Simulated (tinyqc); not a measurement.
Deep-level transient spectroscopy: amplitude against reverse bias.

Schottky contact on an n-type layer with shallow donors Nd (all ionised) and a donor-like deep trap, neutral when filled and positive when empty; depletion approximation. Traps within lam of the depletion edge stay filled. A long pulse to Vp fills the traps beyond x1 = Wp - lam; back at Vr those between x1 and x2 = Wr - lam emit. A rate window reads S = C(t2) - C(t1).

lam = sqrt(2 eps0 eps_r (EF - ET)/(q Nd)), EF - ET = Et - (kB T/q) ln(Nc(T)/Nd), Nc(T) = Nc (T/300 K)^1.5. In the steady state at the band bending V, 2 eps0 eps_r V/q = Nd W^2 + Nt (W - lam)^2 (the second term only if W > lam). W(t)^2 = Wr^2 + (Nt/Nd)(x2^2 - x1^2) exp(-en t), C = eps0 eps_r/W; for small Nt, dC/C = -(Nt/2 Nd) G exp(-en t) with G = (x2^2 - x1^2)/Wr^2. Listed at t = 0.

Values chosen for this exercise; material values close to those of indium phosphide:
```
symbol,value,unit,meaning
eps_r,12.3,,relative permittivity
Nc,5.77e17,cm^-3,conduction-band density of states at 300 K
Nd,6.8e15,cm^-3,shallow donor density
Vbi,0.89,V,built-in voltage
Et,0.3,eV,depth of the trap below the conduction edge
Nt,2.7e15,cm^-3,trap density
Vp,0,V,reverse bias during the filling pulse
T,234,K,temperature of the transient
```

Constants: q = 1.602176634e-19 C, kB = 1.380649e-23 J/K, eps0 = 8.8541878128e-14 F/cm where lengths are in cm. Results are converted to the units shown.

Result of one run:

| Wr (nm) | G | dC(0)/C (%) | 2 Nd \|dC\|/C (cm^-3) |
|---|---|---|---|
| 1124 | 0.6332 | -10.61 | 1.443e15 |

Which reverse bias Vr gave this result: 3.8, 5.4, 7.1 or 12 V?

Vr = 7.1 V.

The whole series:

| Vr (V) | Wr (nm) | G | dC(0)/C (%) | 2 Nd \|dC\|/C (cm^-3) |
|---|---|---|---|---|
| 0.5 | 495.3 | 0.1800 | -3.392 | 4.613e14 |
| 2.1 | 706.6 | 0.4204 | -7.429 | 1.010e15 |
| 3.8 | 873.1 | 0.5292 | -9.096 | 1.237e15 |
| 5.4 | 1003 | 0.5895 | -9.982 | 1.358e15 |
| 7.1 | 1124 | 0.6332 | -10.61 | 1.443e15 |
| 8.7 | 1227 | 0.6635 | -11.03 | 1.501e15 |
| 10.4 | 1327 | 0.6886 | -11.38 | 1.548e15 |
| 12 | 1414 | 0.7076 | -11.64 | 1.584e15 |

G rises from 0.180 to 0.708, since lam = 209 nm and x1 weigh less in a wider layer. The simple estimate 2 Nd |dC|/C reaches 17.1 % of the true Nt in the first row and 58.7 % in the last. That is below G (70.8 %), since with Nt/Nd = 0.40 dC/C is no longer linear in Nt.

Range of the model: With Nt above a tenth of Nd the edge x2 moves during the transient, which this model holds fixed, and the transient is not a plain exponential.

Numbers from tinyqc (`OMP_NUM_THREADS=1 python tinyqc.py 2050063 2050064 out.jsonl`; about 0.01 s on one thread of a shared Intel Xeon 2.30GHz).
